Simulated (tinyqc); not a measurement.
Rigid-ion and shell models of the dielectric response of an ionic crystal: one step, computed by the program tinyqc. Command: `OMP_NUM_THREADS=1 python tinyqc.py 3008097 3008098 out.jsonl shell walk`. One thread of a shared host (Intel(R) Xeon(R) Processor @ 2.30GHz), about 0.01 s of CPU time with the checks.

Charges +Z and -Z; 6 nearest neighbours, Madelung constant M = 1.747565, volume per ion pair Omega = 2.000000 d^3. Energy per pair U = -M Z^2 e2/d + 6 A exp(-d/rho), e2 = e^2/(4 pi eps_0). In the shell model the anion is a core of charge Y - Z and a massless shell of charge -Y, joined by the spring k; the repulsion acts on the shell. Each ion feels the Lorentz field E + (4 pi/3) P (Gaussian units).

Task: Equilibrium, bulk modulus and repulsive spring. Zero pressure fixes 6 A exp(-d/rho) = M Z^2 e2 rho/d^2. Then U = -(M Z^2 e2/d)(1 - rho/d), B = M Z^2 e2 (d/rho - 2)/(9 Omega d), and the spring of one sublattice against the other is R = (1/3) x (Laplacian of the repulsion summed over neighbours) = M Z^2 e2 (d/rho - 2)/(3 d^3), so R = 3 B Omega/d^2.

Inputs (values chosen for the exercise, for a model crystal): nearest-neighbour distance d = 2.79 angstrom; ionic charge Z = 1 e; hardness d/rho = 12.3.

Structure: rock salt.

Constants: e^2/(4 pi eps_0) = 14.39964548 eV angstrom; 1 eV/angstrom^3 = 160.2176634 GPa.

Give: volume Omega; lattice energy U; bulk modulus B; repulsive spring R.

Result:

volume Omega = 43.44 angstrom^3

lattice energy U = -8.286 eV/pair

bulk modulus B = 38.08 GPa

repulsive spring R = 3.978 eV/angstrom^2
